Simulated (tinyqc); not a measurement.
Worked calculation: thin-body film or fin with hard walls, valleys of the Si type. Values are carried at full precision from step to step, so a last printed digit may differ when a step is redone from the rounded ones.

Six ellipsoidal valleys with their long axes along the cube axes, mass ml along the axis and mt across it. For a valley whose axis makes the angle theta with the surface normal, 1/m_z = cos^2(theta)/ml + sin^2(theta)/mt sets the confinement; in the plane the masses are m_1 = mt and m_2 = ml mt/m_z, and m_d = sqrt(m_1 m_2).

Constants: hbar^2/2m0 = 3.80998211 eV angstrom^2; kB = 8.617333262e-05 eV/K.

Values chosen for the exercise (near those of Si; not measured data):
```
symbol  value  unit         meaning
ml      0.932  m0           longitudinal mass
mt      0.186  m0           transverse mass
face    111                 face of the film or side wall of the fin
t       34     angstrom     body thickness
T       300    K            temperature
g_all   6                   number of valleys
Ns      1.7    x 1e12/cm^2  sheet density in the on state
alpha   0.47   1/eV         non-parabolicity
```

## Valley masses for the (111) face

Group the valleys by their angle to the normal, heaviest m_z first.

Valleys (masses in m0):
```
valleys g  cos^2(theta)     m_z     m_1     m_2     m_d
6                0.3333  0.2537  0.1860  0.6833  0.3565
```

## Subband edges

A film of thickness t between hard walls, flat band inside: E_n = c (n pi/t)^2/m_z above the bulk edge, c = hbar^2/2m0. Without degeneracy the sheet density is N2 exp((EF - Ec)/kB T) with N2 = sum_i g m_d/(2 pi c) kB T exp(-E_i/kB T) over n = 1 to 40 of each group; a classical film has t Nc with Nc = 2 g_all (m_dos kB T/(4 pi c))^(3/2), m_dos = (ml mt^2)^(1/3). The threshold shift is dVt = kB T ln(t Nc/N2).

The seven lowest levels of all groups together; primes mark the lighter m_z.

Subbands:
```
label  valleys g  E (eV)
1              6  0.1282
2              6  0.5129
3              6  1.1540
4              6  2.0516
5              6  3.2056
6              6  4.6161
7              6  6.2830
```

The second subband, 2, lies 384.7 meV above the first, 14.9 kB T at 300 K.

## Effective density of states and threshold shift

Sum the subbands; 1/angstrom^2 = 1e16/cm^2 and 1/angstrom^3 = 1e24/cm^3.

terms of N2 by group (1e12/cm^2): 0.1620

Nc = 2.704 x 1e19/cm^3
t Nc = 9.192 x 1e12/cm^2
dVt = 104.4 mV

Confinement leaves 1.8 % of the classical states.

## Filling at a given sheet density

n_i = g m_d/(2 pi c) kB T ln(1 + exp((EF - E_i)/kB T)) over the levels listed; solve sum n_i = Ns (1e12/cm^2 = 1e-4/angstrom^2); the band bending of the charge itself is left out. c = hbar^2/2m0.

EF = 0.0617 eV

n_i in the order of the list (1e12/cm^2): 1.700  0.000  0.000  0.000  0.000  0.000  0.000

The fullest subband is 1, with 100 %.

## Non-parabolic correction

Each level E0 of the list is replaced by the root of E (1 + alpha E) = E0.

Levels (eV):
```
label  parabolic  corrected
1         0.1282     0.1213
2         0.5129     0.4271
3         1.1540     0.8301
4         2.0516     1.2807
5         3.2056     1.7561
6         4.6161     2.2457
7         6.2830     2.7440
```

The lowest level drops by 6.9 meV. Levels above about 1 eV (4 here) lie outside the range of the valley model.

## Checks

- N2 of a 3000 angstrom film, summed over n to convergence, plus the half-term of the walls against t Nc, 1/angstrom^2: both 0.081108.

Computed by tinyqc, a small Python program: `OMP_NUM_THREADS=1 python tinyqc.py 1252113 1252114 out.jsonl` (the numbers bound the seed that draws the inputs); one thread of a shared host (Intel(R) Xeon(R) Processor @ 2.30GHz), about 0.01 s for the whole set of steps.
